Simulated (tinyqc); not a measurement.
# Dead time and true rate from two light levels

Inverse problem. A non-paralysable detector measures m = n/(1 + n td); dark counts are negligible. Find td and the true rate at the lower flux.

measured rates at a photon flux and at four times that flux (1/s): 4.2519685e6  1.0384615e7

Solution. 1/m = 1/n + td, so the difference of the inverse rates is 3/(4 n).

td = 50.00 ns
n = 5.400e6 1/s

Program tinyqc, `OMP_NUM_THREADS=1 python tinyqc.py 2630119 2630120 out.jsonl`; Intel Xeon 2.30GHz, shared host, one thread, about 0.01 s.
